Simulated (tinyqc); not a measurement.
Time-domain thermoreflectance: layered heat flow under a modulated pulse train, and what the signal ratio measures: one step, computed by the program tinyqc. Command: `OMP_NUM_THREADS=1 python tinyqc.py 3114037 3114038 out.jsonl tdtr walk`. One thread of a shared host (Intel(R) Xeon(R) Processor @ 2.30GHz), about 0.1 s of CPU time with the checks.

Pulses repeat at 80 MHz; heat is laid down at the surface, all layers are isotropic.

Problem. Length and time scales. Penetration depth sqrt(kappa/(pi f C)); effusivity sqrt(kappa C); cooling time of the metal d C_m/G; Kapitza length kappa/G.

Inputs (values chosen for the exercise, modelled on aluminium on silicon): metal thickness d = 73 nm; metal heat capacity = 2.42 MJ/(m^3 K); boundary conductance G under the metal = 31 MW/(m^2 K); substrate conductivity kappa = 138 W/(m K); substrate heat capacity C = 1.65 MJ/(m^3 K); modulation frequency f = 1 MHz; spot radius w (1/e^2, pump and probe) = 8 micrometre.

Stack: metal, substrate.

Give: penetration depth; effusivity; cooling time of the metal; Kapitza length; depth over spot radius.

Solution.

penetration depth = 5.160 micrometre

effusivity = 15090 W s^(1/2)/(m^2 K)

cooling time of the metal = 5699 ps

Kapitza length = 4452 nm

depth over spot radius = 0.6450

The penetration depth is not small against the spot, so radial spreading in the substrate matters at f.
